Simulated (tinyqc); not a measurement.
Junctionless gate-all-around wire, depletion approximation: one step of the calculation.

A uniformly doped n-type wire of radius R under a surrounding gate; long channel. Below flat band a shell from radius rc to R is fully depleted and the neutral core, at channel potential V (0 at the source, Vd at the drain), carries the current with constant mobility; s = (rc/R)^2 is the share of the cross-section that conducts. The edge of the depleted shell is taken as abrupt, so there is no subthreshold current.

Question. Voltages that deplete the wire. Cox = eps0 eox/(R ln(1 + tox/R)); A = q Nd R^2/(4 eps0 eps_r); B = q Nd R/(2 Cox); VT = Vfb - A - B.

Inputs (values chosen for the exercise); material values close to those of germanium: relative permittivity of the semiconductor eps_r = 16.3; relative permittivity of the gate insulator eox = 3.9; insulator thickness tox = 3.9 nm; wire radius R = 6 nm; donor density Nd = 1.4e19 cm^-3; flat-band voltage Vfb = 0.52 V.

Constants: q = 1.602176634e-19 C, eps0 = 8.8541878128e-14 F/cm where lengths are in cm. Results are converted to the units shown.

Find: Cox; A; B; VT.

Answer.

Cox = 1.1493 uF/cm^2
A = 0.13988 V
B = 0.58552 V
VT = -0.20539 V

Of the 0.725 V needed, 80.7 % drops over the insulator. The device is normally on.

Computed by the program tinyqc: `OMP_NUM_THREADS=1 python tinyqc.py 2460097 2460098 out.jsonl`, one thread of a shared Intel Xeon 2.30GHz, about 0.01 s for the whole run.
